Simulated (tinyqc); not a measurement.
Fermi-level pinning at a metal contact (Cowley-Sze model): one step of the calculation.

Interface states of density Ds lie behind a thin layer of thickness dl. Neglecting the depletion charge, the barrier for electrons is phi = S (pM - chi) + (1 - S) E0 with S = 1/(1 + q Ds dl/(eps0 ei)); the barrier for holes is Eg - phi.

Question. Barrier. Also the charge in the states, Ds (phi - E0), and the drop across the layer, pM - chi - phi.

Inputs (values chosen for the exercise); material values close to those of germanium:
- Eg = 0.661 eV (band gap)
- chi = 3.93 eV (electron affinity)
- Ds = 9.6e13 cm^-2 eV^-1 (density of interface states)
- E0 = 0.41 eV (depth of their neutrality level below the conduction edge)
- dl = 0.36 nm (thickness of the interface layer)
- ei = 3.5 (its relative permittivity)
- pM = 4.6 eV (metal work function)

Constants: q = 1.602176634e-19 C, eps0 = 8.8541878128e-14 F/cm where lengths are in cm. Results are converted to the units shown.

Wanted: S; phi; barrier for holes; charge in the states; drop across the layer.

Answer.

S = 0.3588
phi = 0.5033 eV
barrier for holes = 0.1577 eV
charge in the states = 8.957e12 cm^-2
drop across the layer = 0.1667 V

Program tinyqc, `OMP_NUM_THREADS=1 python tinyqc.py 2430017 2430018 out.jsonl`; Intel Xeon 2.30GHz, shared host, one thread, about 0.01 s.
